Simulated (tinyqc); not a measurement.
Interband optics of a two-band s-p chain from momentum matrix elements: sweeps and comparisons. A value that a table varies takes the place of the one given here.

H(k) = [[Es - 2 ts cos ka, 2i V sin ka], [-2i V sin ka, Ep_ + 2 tp cos ka]] in the basis s, p; the lower band is full, with two electrons a cell. The velocity operator times hbar is W = dH/dk (eV angstrom); intra-atomic dipoles are left out.

With w(k) = |<c|W|v>|^2 and D(k) = Ec - Ev, on the mesh k_j = (j + 1/2)/N (2 pi/a): eps(E) = 1 + (8 pi e2/(a Ar)) mean_j (w/D^2) [1/(D - E - i eta) + 1/(D + E + i eta)], e2 = e^2/(4 pi eps0); light polarised along the chains, no local fields.

Constants: e^2/(4 pi eps0) = 14.39964547 eV angstrom; hbar^2/2m0 = 3.80998211 eV angstrom^2.

Inputs chosen for the exercise: a = 3.26 angstrom (period); Es = 3.82 eV (upper orbital (s)); Ep_ = -3.52 eV (lower orbital (p)); ts = 0.59 eV (s-s hopping); tp = 0.4 eV (p-p hopping); V = 1.46 eV (s-p hopping); Ar = 10 angstrom^2 (cross-section per chain); eta = 0.2 eV (Lorentzian half width); E = 1.84 eV (photon energy).

## Joint density of states against eps2

Mesh of 2000 points. J(E) = mean of (eta/pi)/((E - D)^2 + eta^2). The fourth column is J times the constant (8 pi^2 e2/(a Ar)) mean(w/D^2). R = |(sqrt(eps) - 1)/(sqrt(eps) + 1)|^2.

Spectrum:
```
E (eV)  J (1/eV)   eps2  eps2 with constant element    eps1      R
4.76       0.018  1.370                       0.467   7.647  0.225
5.27       0.096  8.856                       2.428  11.151  0.363
5.78       0.126  8.909                       3.179  -1.325  0.437
6.28       0.102  4.430                       2.573  -1.904  0.413
6.79       0.095  2.407                       2.394  -1.173  0.359
7.30       0.095  1.377                       2.413  -0.286  0.233
7.81       0.103  0.858                       2.602   0.687  0.052
8.31       0.121  0.745                       3.054   1.896  0.040
8.82       0.173  1.522                       4.373   4.033  0.130
9.33       0.495  9.942                      12.536   4.659  0.363
9.84       0.356  5.113                       9.006  -6.040  0.643
10.35      0.059  0.914                       1.494  -3.140  0.786
```

What does this show?

Transitions span 5.360 to 9.746 eV. Among the energies listed J peaks at 9.33 eV and eps2 at 9.33 eV. The ratio of eps2 to the constant-element value is 2.80 at 5.78 eV and 0.79 at 9.33 eV: w/D^2 is 3.154 angstrom^2 at the zone centre and 1.043 at the edge.

## Mesh against broadening

eps2 at E for three widths, and eps(0) at eta = 0; the last row is the mesh of 2000 points.

Convergence:
```
N     eta = 0.03 eV  eta = 0.1 eV  eta = 0.3 eV  eps(0)
4             0.002         0.007         0.020  2.1359
8             0.007         0.023         0.068  3.2148
16            0.008         0.027         0.081  3.3747
32            0.008         0.027         0.081  3.3758
64            0.008         0.027         0.081  3.3758
128           0.008         0.027         0.081  3.3758
2000          0.008         0.027         0.081  3.3758
```

What can be read from the table?

The first N from which eps2 stays within 2 % of the last row is 16 for eta = 0.03, 16 for 0.1 and 16 for 0.3 eV; for eps(0) and 0.1 % it is 16. E lies outside the range of transitions, so eps2 is only the tail of the broadening and grows with eta.

## Static constant against the gap

Es takes the values listed; mesh of 400 points; the Penn-type estimate is 1 + 8 pi c e2 n_eff/(a Ar Dm^2) with Dm the f-weighted mean of D, f = w/(c D), n_eff = 2 mean(f), c = hbar^2/2m0.

Results:
```
Es (eV)  smallest D (eV)  Dm (eV)  n_eff  eps(0)  estimate
3.52               5.060    7.395  2.835   3.693     3.193
3.82               5.360    7.687  2.751   3.376     2.969
4.32               5.860    8.174  2.620   2.951     2.659
4.82               6.360    8.661  2.499   2.624     2.409
5.82               7.360    9.638  2.285   2.163     2.040
6.82               8.360   10.616  2.101   1.862     1.789
8.82              10.360   12.581  1.805   1.513     1.482
```

How do the results move?

eps(0) - 1 falls from 2.693 to 0.513, as Dm^-3.12; a fixed n_eff would give the power -2, and n_eff goes from 2.835 to 1.805. The single-gap estimate is low by 18.6 % of eps(0) - 1 in the first row and 6.0 % in the last, since 1/D^2 favours the smallest separations. n_eff need not equal the 2 electrons of the cell: a two-orbital basis with chosen hoppings does not obey the free-electron sum rule.

## What moves the optical response

Mesh of 400 points; n_eff = 2 mean(w/(c D)), c = hbar^2/2m0. Each row changes one parameter from the base and keeps the others.

Results:
```
case                smallest D (eV)  largest D (eV)  n_eff  eps(0)
base                          5.360           9.746  2.751   3.376
a = 3.423 angstrom            5.360           9.746  3.033   3.495
Es = 4.12 eV                  5.660          10.003  2.671   3.108
ts = 0.708 eV                 5.124           9.851  2.770   3.521
V = 1.606 eV                  5.360          10.040  3.222   3.742
Ar = 11 angstrom^2            5.360           9.746  2.751   3.160
```

What does this show?

The largest shifts from the base row, up to three for each result and ties (the steps differ in size, so this ranks the rows, not the parameters). smallest D (eV): Es +0.300, ts -0.236; unchanged at the printed digits by a, V and Ar. largest D (eV): V +0.294, Es +0.257, ts +0.105; unchanged at the printed digits by a and Ar. n_eff: V +0.471, a +0.282, Es -0.080; unchanged at the printed digits by Ar. eps(0): V +0.366, Es -0.268, Ar -0.216.

Run: tinyqc, `OMP_NUM_THREADS=1 python tinyqc.py 1651198 1651199 out.jsonl`; Intel(R) Xeon(R) Processor @ 2.30GHz, one thread, shared host; about 0.01 s of CPU time with all checks.
